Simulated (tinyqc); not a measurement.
Plane-wave Kohn-Sham cycle with exchange-only LDA in a layered model solid, step by step. Computed by tinyqc, a small Python program that keeps every step. Settings: points = 16, plane-wave index or count = 3, electrons = 2, k points = 4, area = 26.0, mixing = 0.3, iteration cap = 69, Pulay depth = 5. Command: `OMP_NUM_THREADS=1 python tinyqc.py 27998 27999 out.jsonl` (the two numbers bound the seeds that draw the settings). One thread of a shared host (Intel(R) Xeon(R) Processor @ 2.60GHz), about 0.01 s of CPU time with the checks. Later iterations appear only in the table of the cycle.

## Iteration 1: potential

A solid whose potential varies along x alone (atomic units):
```
parameter,value
period a,9.100000
cross-section of the cell,26.000000
electrons per cell,2
grid points,16
"plane waves -n..n, n",3
k points,4
V1 in V1 cos(2 pi x/a),-0.700000
V2 in V2 cos(4 pi x/a),-0.140000
```

density at the start, on the grid x_j = j a/N (e/bohr^3): 0.00845309  0.00845309  0.00845309  0.00845309  0.00845309  0.00845309  0.00845309  0.00845309  0.00845309  0.00845309  0.00845309  0.00845309  0.00845309  0.00845309  0.00845309  0.00845309

V_H(G) = 4 pi rho(G)/G^2 for G != 0 (uniform background); v_x = -(3 rho/pi)^(1/3); V = V_ext + V_H + v_x; Fourier components f(G_m) = (1/N) sum_j f(x_j) exp(-i G_m x_j).

Potentials on the grid (hartree):
```
x,V_ext,V_H,v_x,V
0.000000,-0.840000,0.000000,-0.200599,-1.040599
0.568750,-0.745711,0.000000,-0.200599,-0.946310
1.137500,-0.494975,0.000000,-0.200599,-0.695574
1.706250,-0.168883,0.000000,-0.200599,-0.369483
2.275000,0.140000,0.000000,-0.200599,-0.060599
2.843750,0.366873,0.000000,-0.200599,0.166274
3.412500,0.494975,0.000000,-0.200599,0.294376
3.981250,0.547721,0.000000,-0.200599,0.347122
4.550000,0.560000,0.000000,-0.200599,0.359401
5.118750,0.547721,0.000000,-0.200599,0.347122
5.687500,0.494975,0.000000,-0.200599,0.294376
6.256250,0.366873,0.000000,-0.200599,0.166274
6.825000,0.140000,0.000000,-0.200599,-0.060599
7.393750,-0.168883,0.000000,-0.200599,-0.369483
7.962500,-0.494975,0.000000,-0.200599,-0.695574
8.531250,-0.745711,0.000000,-0.200599,-0.946310
```

V(G_m), m = 0, 1, 2, ... (hartree): -0.200599  -0.350000  -0.070000  0.000000  0.000000  0.000000  0.000000

## Iteration 1: Hamiltonian at one k

k = 0.125000 2 pi / a

H(m,m') = (k + G_m)^2/2 delta + V(G_m - G_m'), with V(-G) = V(G).

H (hartree), lower triangle:
```
,-3,-2,-1,+0,+1,+2,+3
-3,1.769657
-2,-0.350000,0.637412
-1,-0.070000,-0.350000,-0.018099
+0,0.000000,-0.070000,-0.350000,-0.196875
+1,0.000000,0.000000,-0.070000,-0.350000,0.101085
+2,0.000000,0.000000,0.000000,-0.070000,-0.350000,0.875779
+3,0.000000,0.000000,0.000000,0.000000,-0.070000,-0.350000,2.127208
```

## Iteration 1: levels at that k

Diagonalise the Hermitian matrix.

eigenvalues (hartree): -0.689099  -0.068840  0.301129  0.722392  0.942179  1.869664  2.218743

## Iteration 1: new density

Motion across x is left out: the lowest 1 band(s) hold two electrons at each of the k points (j + 1/2)/nk - 1/2. Residual R = rho(out) - rho(in); rho(new) = rho(in) + 0.3 R. rho(out) = 2/(a A nk) sum |psi|^2 with psi = sum c exp(i G x). Harris energy E = band energy - dV sum rho (V_H/2 + v_x) + (3/4) dV sum rho v_x with rho(in), dV = a A/N, band energy = (2/nk) sum of the filled levels.

rho(out) (e/bohr^3): 0.03476579  0.02816763  0.01498555  0.00531404  0.00136396  0.00031567  0.00007882  0.00001500  0.00000224  0.00001500  0.00007882  0.00031567  0.00136396  0.00531404  0.01498555  0.02816763

density after iteration 1 (e/bohr^3): 0.01634690  0.01436745  0.01041282  0.00751137  0.00632635  0.00601186  0.00594081  0.00592166  0.00591783  0.00592166  0.00594081  0.00601186  0.00632635  0.00751137  0.01041282  0.01436745

energy per cell = -1.27756707 hartree

## Iteration 2: potential

As before.

Potentials on the grid (hartree):
```
x,V_ext,V_H,v_x,V
0.000000,-0.840000,0.129570,-0.249921,-0.960351
0.568750,-0.745711,0.114239,-0.239396,-0.870868
1.137500,-0.494975,0.075554,-0.215037,-0.634458
1.706250,-0.168883,0.028493,-0.192855,-0.333246
2.275000,0.140000,-0.015348,-0.182127,-0.057475
2.843750,0.366873,-0.050831,-0.179058,0.136985
3.412500,0.494975,-0.076464,-0.178350,0.240161
3.981250,0.547721,-0.091901,-0.178158,0.277662
4.550000,0.560000,-0.097053,-0.178119,0.284828
5.118750,0.547721,-0.091901,-0.178158,0.277662
5.687500,0.494975,-0.076464,-0.178350,0.240161
6.256250,0.366873,-0.050831,-0.179058,0.136985
6.825000,0.140000,-0.015348,-0.182127,-0.057475
7.393750,-0.168883,0.028493,-0.192855,-0.333246
7.962500,-0.494975,0.075554,-0.215037,-0.634458
8.531250,-0.745711,0.114239,-0.239396,-0.870868
```

V(G_m), m = 0, 1, 2, ... (hartree): -0.197375  -0.310261  -0.070121  -0.001153  -0.000118  0.000118  0.000050

## Iteration 2: Hamiltonian at one k

k = 0.125000 2 pi / a

As before.

H (hartree), lower triangle:
```
,-3,-2,-1,+0,+1,+2,+3
-3,1.772881
-2,-0.310261,0.640636
-1,-0.070121,-0.310261,-0.014875
+0,-0.001153,-0.070121,-0.310261,-0.193651
+1,-0.000118,-0.001153,-0.070121,-0.310261,0.104309
+2,0.000118,-0.000118,-0.001153,-0.070121,-0.310261,0.879003
+3,0.000050,0.000118,-0.000118,-0.001153,-0.070121,-0.310261,2.130432
```

## Iteration 2: levels at that k

As before.

eigenvalues (hartree): -0.621125  -0.032627  0.278166  0.707103  0.931508  1.852484  2.203225

## Iteration 2: new density

B (overlaps of the stored error matrices):
```
,1,2
1,2.1617608e-03,1.4757230e-03
2,1.4757230e-03,1.0078057e-03
```

Motion across x is left out: the lowest 1 band(s) hold two electrons at each of the k points (j + 1/2)/nk - 1/2. Residual R = rho(out) - rho(in); rho(new) = rho(in) + 0.3 R; Pulay mixing then takes sum c_i of the stored mixed densities, with c from B_ij = sum R_i R_j as in DIIS. rho(out) = 2/(a A nk) sum |psi|^2 with psi = sum c exp(i G x). Harris energy E = band energy - dV sum rho (V_H/2 + v_x) + (3/4) dV sum rho v_x with rho(in), dV = a A/N, band energy = (2/nk) sum of the filled levels.

rho(out) (e/bohr^3): 0.03407019  0.02779237  0.01512353  0.00560818  0.00154766  0.00038955  0.00010362  0.00002223  0.00000486  0.00002223  0.00010362  0.00038955  0.00154766  0.00560818  0.01512353  0.02779237

DIIS coefficients: -2.145223  3.145223

density after iteration 2 (e/bohr^3): 0.03307001  0.02703476  0.01485769  0.00571559  0.00181734  0.00070684  0.00043303  0.00035516  0.00033855  0.00035516  0.00043303  0.00070684  0.00181734  0.00571559  0.01485769  0.02703476

energy per cell = -1.16782690 hartree

## Convergence

Stop when sqrt(dV sum R^2) is below 1e-8, dV = a A/N.

Course of the cycle:
```
iteration,E (hartree),norm of the residual
1,-1.27756707,1.79e-01
2,-1.16782690,1.22e-01
3,-1.07027418,8.42e-03
4,-1.08409753,8.52e-02
5,-1.07056373,7.35e-04
6,-1.07056400,8.79e-04
7,-1.07056309,3.91e-06
8,-1.07056309,9.47e-06
9,-1.07056309,2.75e-07
10,-1.07056309,5.05e-10
```

Converged in 10 iterations. Before convergence this energy mixes input and output and is not variational, so it may rise towards its limit.
